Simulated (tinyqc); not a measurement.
As the film thickens, and with more bath resistance: electroplating on a thin resistive seed layer: kinetics, Wagner number and the terminal effect across a wafer. Computed by tinyqc, a small Python program. Command: `OMP_NUM_THREADS=1 python tinyqc.py 3120787 3120788 out.jsonl terminal walk`. One thread of a shared host (Intel(R) Xeon(R) Processor @ 2.30GHz), about 0.03 s of CPU time with the checks.

Current enters the seed at the rim. The bath is treated as a local resistance per area (no lateral flow in the liquid), two electrons per ion, molar volume 7.11 cm^3/mol, Faraday constant F = e N_A, kinematic viscosity 0.01 cm^2/s, omega = 2 pi x rpm/60; k_B T/e is in volts.

Inputs (values chosen for the exercise, of the order of those for copper plating from an acid sulfate bath):

| quantity | value | unit |
|---|---|---|
| wafer radius R | 15 | cm |
| seed thickness t | 13 | nm |
| seed resistivity | 20 | microohm cm |
| bath conductivity kappa | 0.064 | S/cm |
| gap to the anode h | 8.4 | cm |
| extra resistance of a porous plate | 0 | ohm cm^2 |
| exchange current density i_0 | 0.12 | mA/cm^2 |
| cathodic transfer coefficient alpha | 0.74 | - |
| mean current density | 34 | mA/cm^2 |
| diffusivity of the metal ion | 5.4e-06 | cm^2/s |
| metal ion concentration | 0.5 | mol/L |
| rotation rate | 30 | rpm |
| temperature T | 298 | K |

Constants: e = 1.602176634e-19 C; N_A = 6.02214076e+23 1/mol; k_B = 8.617333262e-05 eV/K.

Method:
- Growth rate = i V_m/(2 F). Levich limit i_L = 0.62 x 2 F D^(2/3) omega^(1/2) nu^(-1/6) c. Tafel overpotential eta = (k_B T/(alpha e)) ln(i/i_0); kinetic resistance k_B T/(alpha e i); bath resistance h/kappa + plate; R_s = resistivity/t; Wagner number = kinetic resistance x kappa/R.
- Full model: seed potential phi(r) with (1/r)(r phi')' = R_s i, where i solves phi = R_b i + (k_B T/(alpha e)) ln(i/i_0) (phi being the driving voltage left at r); phi'(0) = 0 and phi'(R) = R_s i_mean R/2. Solved by collocation to a tolerance of 1e-7.
- The film is taken as uniform, with the seed resistivity; the last column adds 100 ohm cm^2 to R_b. Extra power of that plate = i^2 x 100 ohm cm^2 x area.

sheet resistance R_s = 15.3846 ohm/square

bath resistance R_b = 131.25 ohm cm^2

Edge over centre:

| thickness (nm) | R_s (ohm/square) | as given | with 100 ohm cm^2 more |
|---|---|---|---|
| 13.0 | 15.385 | 29.167 | 9.9686 |
| 19.5 | 10.256 | 12.998 | 5.5133 |
| 26.0 | 7.692 | 8.090 | 3.9283 |
| 39.0 | 5.128 | 4.688 | 2.6840 |
| 65.0 | 3.077 | 2.802 | 1.8958 |
| 130.0 | 1.538 | 1.769 | 1.4087 |
| 260.0 | 0.769 | 1.355 | 1.1951 |

extra power = 81.713 W

What does the comparison show, and why?

The ratio falls below 1.1 in none of these rows as given, and in none of these rows with the added resistance: what counts is R_s R^2 against the sum of kinetic and bath resistance. Caution: the mean current exceeds 0.3 i_L, so depletion of metal ions, left out of the distribution, matters.
